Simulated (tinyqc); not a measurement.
Threshold of a short bulk MOSFET: charge sharing, barrier lowering, narrow width: two steps of the calculation.

n-channel device on a p-type body, depletion approximation, full ionisation. Uniform doping N = Na. Vbi from Boltzmann statistics is rough for the degenerate source. Cox = eps0 eox/tox.

Parameters, values chosen for the exercise; band and dielectric values close to those of silicon: temperature T = 300 K; band gap Eg = 1.13 eV; relative permittivity eps_r = 11.5; conduction-band density of states at T Nc = 2.85e19 cm^-3; valence-band density of states at T Nv = 2.65e19 cm^-3; relative permittivity of the gate insulator (close to silicon dioxide) eox = 3.9; insulator thickness tox = 1.4 nm; channel doping Na = 3.5e17 cm^-3; source and drain doping Nsd = 1e20 cm^-3; flat-band voltage for the doping Na Vfb = -0.97 V; junction depth xj = 110 nm; body-source voltage Vbs = 0 V; drain-source voltage Vds = 1.2 V; gate width W = 840 nm; shape factor of the fringing depletion at the width edges xw = 0; channel length L = 200 nm.

Constants: q = 1.602176634e-19 C, kB = 1.380649e-23 J/K, Vt = kB T/q, eps0 = 8.8541878128e-14 F/cm where lengths are in cm. Results are converted to the units shown.

Problem 1. Long-channel threshold and scales. ni = sqrt(Nc Nv) exp(-Eg/(2 Vt)), Eg in volts; 2 pB = 2 Vt ln(N/ni); flat band Vfb - Vt ln(N/Na); Wd = sqrt(2 eps0 eps_r (2 pB - Vbs)/(q N)); body term q N Wd/Cox; long-channel VT0 = flat band + 2 pB + body term; Vbi = Vt ln(N Nsd/ni^2); scale length l = sqrt((eps_r/eox) tox Wd).

Wanted: N; 2 pB; flat band; Wd; body term; VT0; Vbi; l.

Solution 1.

N = 3.5000e17 cm^-3
2 pB = 0.90440 V
flat band = -0.97000 V
Wd = 57.310 nm
body term = 0.13029 V
VT0 = 0.064691 V
Vbi = 1.0506 V
l = 15.381 nm

Problem 2. Short-channel and narrow-width shifts. Charge sharing (trapezoid; it ignores Vds): F = (xj/L)(sqrt(1 + 2 Wd/xj) - 1), lowering = body term times F. Barrier lowering: th = exp(-L/(2 l)) + 2 exp(-L/l), lowering = th [2 (Vbi - 2 pB) + Vds], DIBL = th. Narrow width: rise = body term times xw Wd/W. VT by each model = VT0 - lowering + rise.

2 pB = 0.90439753 V
Wd = 57.309781 nm
body term = 0.13029324 V
VT0 = 0.064690773 V
Vbi = 1.0505904 V
l = 15.381370 nm

Wanted: F; lowering by charge sharing; th; lowering of the barrier; DIBL; narrow-width rise; VT, charge sharing; VT, barrier lowering.

Solution 2.

F = 0.2359
lowering by charge sharing = 30.74 mV
th = 0.001506
lowering of the barrier = 2.247 mV
DIBL = 1.506 mV/V
narrow-width rise = 0 mV
VT, charge sharing = 0.03395 V
VT, barrier lowering = 0.06244 V

L is 13.0 scale lengths. The charge-sharing lowering is 13.7 times the barrier lowering; the first falls off as 1/L and the second exponentially. Both describe the same loss of gate control, so they are alternatives and are not added.

Numbers from tinyqc (`OMP_NUM_THREADS=1 python tinyqc.py 2002148 2002149 out.jsonl`; about 0.01 s on one thread of a shared Intel Xeon 2.30GHz).
